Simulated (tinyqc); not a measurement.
Inside a calculation. Model: pillar capacitor in an array: capacitance, non-linearity, leakage and relaxation.

tinyqc, about 0.01 s, one thread, Intel Xeon 2.30GHz (shared host): `OMP_NUM_THREADS=1 python tinyqc.py 2102029 2102030 out.jsonl` Printed values are rounded.

A film between two metal electrodes, each interface adding a series capacitance ci. The small-signal permittivity is ek (1 + aq E^2); the field is found with the linear permittivity. Leakage J = J0 sinh(E/Ef). After a voltage step the film passes a relaxation current kr C V tt^(-nr), tt being the time in seconds. The sidewall is a coaxial capacitor with radii a = dm/2 and b = dm/2 + t, depth AR dm; the end face is left out.

Values chosen for this exercise; permittivity of the order of that of aluminium oxide:
```
symbol    value       unit                                                             meaning
ek         8.89                                              relative permittivity of the film
t             7         nm                                                      film thickness
ci         1000    uF/cm^2  capacitance of each electrode interface (dead layer and screening)
aq       0.0018  cm^2/MV^2                     quadratic field coefficient of the permittivity
V           2.1          V                                                                bias
J0      6.2e-10     A/cm^2                                                   leakage prefactor
Ef         0.31      MV/cm                             field for an e-fold rise of the leakage
dm           57         nm                                              diameter of the pillar
AR           30                                              aspect ratio, depth over diameter
pt          100         nm                                           pitch of the square array
rho        1400    uohm cm                                  resistivity of the inner electrode
```

Constants: eps0 = 8.8541878128e-14 F/cm where lengths are in cm. Results are converted to the units shown.

## Planar capacitance, field and non-linearity

Planar film: Cf = eps0 ek/t, 1/C = 1/Cf + 2/ci, EOT = 3.9 eps0/C, effective permittivity C t/eps0, E = (V/t) C/Cf; quadratic coefficient [C(V)/C - 1]/V^2 with Cf (1 + aq E^2) in C(V).

Cf = 1.12448 uF/cm^2
C = 1.12196 uF/cm^2
EOT = 3.07777 nm
effective permittivity = 8.87005
E = 2.99327 MV/cm
quadratic coefficient = 3648.66 ppm/V^2
J = 4.83928e-6 A/cm^2

The interfaces take 0.224 % of the voltage.

## Cell capacitance, fields and time constant

Per length 1/c = ln(b/a)/(2 pi eps0 ek) + (1/a + 1/b)/(2 pi ci); cell capacitance c AR dm; per footprint over pt^2; fields c V/(2 pi eps0 ek r) at r = a and b; resistance of the inner electrode rho AR dm/(pi a^2); time constant R C/3 of the distributed line.

a = 28.5 nm
b = 35.5 nm
cell capacitance = 3.84197 fF
capacitance per footprint = 38.4197 uF/cm^2
field at a = 3.34736 MV/cm
field at b = 2.68731 MV/cm
R = 9.38177 kohm
R C/3 = 12.0148 ps

The array gives 34.2 times the planar capacitance per footprint; curvature makes the field at the inner electrode 1.12 times the planar value.
